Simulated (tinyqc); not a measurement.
Frenkel-Kontorova chain: a misfit dislocation (kink) in a monolayer on a periodic substrate: one step, computed by the program tinyqc.

E = sum_j [(k/2)(x_(j+1) - x_j - b)^2 + (W/2)(1 - cos(2 pi x_j/a))], x_j = a (j + u_j). A kink takes u from 0 to 1: the chain is stretched by one period and has one atom fewer than wells.

Task: Continuum limit. l0 = sqrt(k a^2/(2 W)); kink u(j) = (2/pi) arctan exp(pi j/l0); kink energy at f = 0: E0 = (4/pi) W l0; with misfit E0 - k a^2 f; kinks become favourable at f_c = 2/(pi l0), and a coherent chain with free ends loses stability at f_m = 1/l0. Lowest vibration of the flat chain: nu0 = 15.6333042 THz x sqrt(2 pi^2 W/(a^2 M)).

Inputs (values chosen for the exercise, for a model overlayer):
```
quantity              value           unit
spring constant k       6.5  eV/angstrom^2
substrate period a     3.53       angstrom
corrugation W           4.9             eV
misfit f = (b - a)/a    0.2              -
atomic mass M           143              u
```

Constants: nu for 1 eV/(angstrom^2 u) = 15.6333042 THz.

Give: kink width l0; kink energy E0; kink energy with misfit; critical misfit f_c; limit f_m; gap frequency nu0.

Result:

kink width l0 = 2.875

kink energy E0 = 17.94 eV

kink energy with misfit = 1.737 eV

critical misfit f_c = 0.2214

limit f_m = 0.3478

gap frequency nu0 = 3.642 THz

f < f_c: the layer stays in register. Caution: a corrugation above 1 eV is larger than real overlayers usually show; it is chosen to keep the kink narrow. Caution: for l0 below about 3 the kink spans few atoms, and the continuum kink energy is off by about 2 per cent or more.
